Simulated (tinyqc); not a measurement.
Chemically amplified photoresist: aerial image, acid generation, bake, development and line width: one step, computed by the program tinyqc.

Lines and spaces of pitch p with a two-beam-like image; x = 0 is the middle of the bright space. The resist is positive and treated as uniform in depth.

Problem. Space width and dose latitude. Dose E(x) = E [1 + c cos(2 pi x/p)]; acid h = 1 - exp(-C E(x)). Bake: the acid image is blurred by a Gaussian of variance sigma^2 = 2 D t (each Fourier term k of h, taken on 64 points, is multiplied by exp(-4 pi^2 k^2 D t/p^2)). The quencher then removes q, h_eff = max(h_blurred - q, 0); protection m = exp(-k_amp t h_eff). Mack rate r = r_max (a + 1)(1 - m)^n/(a + (1 - m)^n) + r_min, a = ((n + 1)/(n - 1))(1 - m_th)^n. Edge: vertical development clears the film where r t_d >= d; the space width is twice the x where r = d/t_d. Dose sensitivity = d ln(width)/d ln E from widths at 1.005 E and E/1.005; image log-slope at the edge = |d ln E/dx|, normalised by the width (NILS); latitude for 10 % of width = 10 %/sensitivity.

Inputs (values chosen for the exercise, for a model resist at 193 nm):

| quantity | value | unit |
|---|---|---|
| pitch p | 140 | nm |
| image contrast c | 0.69 | - |
| mean dose E | 25.6 | mJ/cm^2 |
| Dill parameter C | 0.017 | cm^2/mJ |
| quencher load q, relative to the acid generator | 0.072 | - |
| acid diffusivity D | 0.51 | nm^2/s |
| bake time t | 45 | s |
| amplification rate k_amp | 0.036 | 1/s |
| threshold protection m_th | 0.53 | - |
| development selectivity n | 20 | - |
| largest rate r_max | 480 | nm/s |
| smallest rate r_min | 0.056 | nm/s |
| resist thickness d | 150 | nm |
| development time t_d | 30 | s |

Give: space width; dose sensitivity; NILS; dose latitude.

Solution.

space width = 66.937 nm

dose sensitivity = 1.0396

NILS = 1.9744

dose latitude = 9.6189 %

At the same width a resist without blur would give a sensitivity 2/NILS = 1.013; the blur multiplies it by 1.03. Caution: lateral development, standing waves and the joint diffusion of acid and quencher are left out, so widths are indicative.
